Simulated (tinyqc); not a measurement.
# Changing the temperature T

Model: band-to-band tunnelling and avalanche in a reverse-biased abrupt junction. Computed by tinyqc, a small Python program. Command: `OMP_NUM_THREADS=1 python tinyqc.py 3003503 3003504 out.jsonl zener sweep`. One thread of a shared host (Intel(R) Xeon(R) Processor @ 2.30GHz), about 0.02 s of CPU time with the checks.

Direct Kane tunnelling in the local field (for indirect gaps the mass is an effective fit) and one ionisation coefficient for both carriers. N is the doping of the light side, or N_A N_D/(N_A + N_D) for the symmetric junction; the built-in voltage is taken as E_g/e.

Inputs (values chosen for the exercise, modelled on silicon):

| quantity | value | unit |
|---|---|---|
| band gap at 300 K, E_g | 1.13 | eV |
| gap narrowing with temperature, -dE_g/dT | 0.27 | meV/K |
| reduced tunnelling mass m_r | 0.17 | m_0 |
| permittivity eps | 11.7 | - |
| ionisation prefactor a | 1e+06 | 1/cm |
| ionisation field at 300 K, b | 1.6e+06 | V/cm |
| relative rise of b with temperature | 6.7 | 1e-4/K |
| effective doping N | 1.3e+18 | 1/cm^3 |
| reverse bias V_R | 3 | V |
| current density that defines tunnel breakdown, J_0 | 0.1 | A/cm^2 |

Junction: symmetric.

Constants: eps_0 = 8.8541878128e-12 F/m; e = 1.602176634e-19 C; m_0 = 9.1093837015e-31 kg; hbar = 1.054571817e-34 J s.

Method:
- E_g(T) = E_g - (T - 300 K)(-dE_g/dT); b(T) = b [1 + (rise)(T - 300 K)]; w = sqrt(2 eps eps_0 (V_R + E_g/e)/(e N)); F_m = 2 (V_R + E_g/e)/w; the field falls linearly from F_m to 0 on both sides.
- Kane: G(F) = A F^2 exp(-B/F), A = e^2 sqrt(m_r)/(18 pi hbar^2 sqrt(E_g)), B = pi sqrt(m_r) E_g^(3/2)/(2 e hbar), SI units; J = e int G dx x V_R/(V_R + E_g/e), the last factor making J vanish at zero bias; int G dx = (w/F_m) int_0^F_m G dF by 64 Gauss-Legendre points.
- Avalanche: I = (w/F_m) int_0^F_m a exp(-b/F) dF by 64 Gauss-Legendre points, M = 1/(1 - I), breakdown at I = 1.
- V_Z solves J = J_0 and V_A solves I = 1; the lower one is the breakdown voltage; temperature coefficients by a central difference of +/- 10 K.

One run for each value:

| temperature T (K) | tunnel current density (A/cm^2) | tunnel breakdown V_Z (V) | avalanche breakdown V_A (V) |
|---|---|---|---|
| 150 | 0.001871 | 4.5103 | 3.7342 |
| 200 | 0.002727 | 4.3535 | 3.9686 |
| 250 | 0.003972 | 4.2000 | 4.2057 |
| 350 | 0.008399 | 3.9029 | 4.6878 |
| 400 | 0.012195 | 3.7591 | 4.9327 |
| 450 | 0.017687 | 3.6186 | 5.1801 |

Give the missing row, temperature T (K) = 300.

Computed row:
```
temperature T (K)  tunnel current density (A/cm^2)  tunnel breakdown V_Z (V)  avalanche breakdown V_A (V)
300                                       0.005779                    4.0498                       4.4454
```

Interpolating between the two neighbouring rows (linearly) misses most in tunnel current density (A/cm^2), by 7.0 %. Over the rows, tunnel current density (A/cm^2) rises from 0.00187 to 0.0177 (exponent d ln y / d ln x 1.3 between the first rows and 3.2 between the last); tunnel breakdown V_Z (V) falls from 4.51 to 3.62 (exponent d ln y / d ln x -0.12 between the first rows and -0.32 between the last); avalanche breakdown V_A (V) rises from 3.73 to 5.18 (exponent d ln y / d ln x 0.21 between the first rows and 0.42 between the last). J changes by a factor 9.45 over 300 K, only through E_g; a current activated by half the gap at 300 K would change by about 1e13.

Caution (all rows): V_A is below about 5 E_g/e, where the local law understates it, since it ignores the distance a carrier needs to reach the ionisation energy.
